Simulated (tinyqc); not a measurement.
Inside a calculation. Method: UHF in the sto-6g basis, for BeH+, spin multiplicity 1. This run ends on a higher stationary point, not on the lowest solution. One step of it, computed by the program tinyqc.

Task: Iteration 2: DIIS coefficients. Solve [B -1; -1 0][c; lambda] = [0; -1] for the coefficients, which sum to one.

B (overlaps of the stored error matrices):
```
,1,2
1,1.0460914e-01,1.7776812e-02
2,1.7776812e-02,1.4729017e-02
```

Give: DIIS coefficients.

Result:

DIIS coefficients: -0.036  1.036
